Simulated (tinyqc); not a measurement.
Electron-beam lithography: double-Gaussian proximity function, edge placement and dose correction for parallel lines: one step, computed by the program tinyqc. Command: `OMP_NUM_THREADS=1 python tinyqc.py 3111392 3111393 out.jsonl proximity walk`. One thread of a shared host (Intel(R) Xeon(R) Processor @ 2.30GHz), about 0.01 s of CPU time with the checks.

Lines are infinitely long. Absorbed energy is counted so that the middle of a very large area written at dose 1 receives 1; the resist develops where it exceeds 1/2.

Task: Dose to size and latitude. A test line of width w << beta in surroundings of density rho, all at dose d: near its edge E(x) = d [S + eta rho]/(1 + eta), S = [erf((b - x)/alpha) - erf((a - x)/alpha)]/2 for edges a and b, the second term being the background energy. Dose to size d_s = (1 + eta)/(erf(w/alpha) + 2 eta rho), dose = d_s D0; edge slope d [1 - exp(-w^2/alpha^2)]/(sqrt(pi) alpha (1 + eta)); width change per 1 % of dose = 2 x 0.01 x (1/2)/slope.

Inputs (values chosen for the exercise, of the order of those for 10 keV electrons in resist on silicon):
```
quantity,value,unit
forward range alpha,0.015,micrometre
backscatter ratio eta,0.74,-
base dose D0,430,microcoulomb/cm^2
width of the test line,0.15,micrometre
pattern density around the test line,0.79,-
```

Give: dose to size d_s; dose; edge slope; width change per 1 % of dose; background energy.

Result:

dose to size d_s = 0.8021

dose = 344.9 microcoulomb/cm^2

edge slope = 0.01734 1/nm

width change per 1 % of dose = 0.5767 nm

background energy = 0.2695

The background supplies 54 % of the threshold.
